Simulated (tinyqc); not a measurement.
From results back to parameters: heavy doping: gap narrowing, degeneracy and the minority density.

Problem. The minority density was computed from a hidden true narrowing dEg.

F_j(eta) = (1/Gamma(j + 1)) integral_0^infinity x^j dx/(1 + exp(x - eta)), which tends to exp(eta) for eta << 0.

Majority: N = Nv F_1/2(eta), eta the distance of EF beyond the majority band edge in kT. Degeneracy factor gam = F_1/2(eta)/exp(eta). ni0^2 = Nc Nv exp(-Eg/kT); product n p = ni0^2 gam exp(dEg/kT), dEg the true narrowing; apparent narrowing dEa = dEg + kT ln gam; minority density = n p/N.

Constants: kB = 8.617333262e-05 eV/K.

Values chosen for the exercise (gap and densities of states near those of Si at this temperature; narrowing constants near the fits for Si; the results hold for these values, not for the real material):
- N = 3.7e+18 1/cm^3 (ionised acceptors, equal to the majority density)
- Eg = 1.143 eV (gap)
- Nc = 2.13e+19 1/cm^3 (conduction-band density of states)
- Nv = 9.34e+18 1/cm^3 (valence-band density of states)
- T = 250 K

minority density = 0.00506317 1/cm^3

Find: dEa; gam; dEg.

Solution. dEa = kT ln(minority x N/ni0^2); gam follows from N alone, and dEg = dEa - kT ln gam.

dEa = 50.39 meV
gam = 0.8700
dEg = 53.39 meV

Computed by tinyqc, a small Python program: `OMP_NUM_THREADS=1 python tinyqc.py 1682790 1682791 out.jsonl` (the numbers bound the seed that draws the inputs); one thread of a shared host (Intel(R) Xeon(R) Processor @ 2.30GHz), about 0.01 s for the whole set of steps.
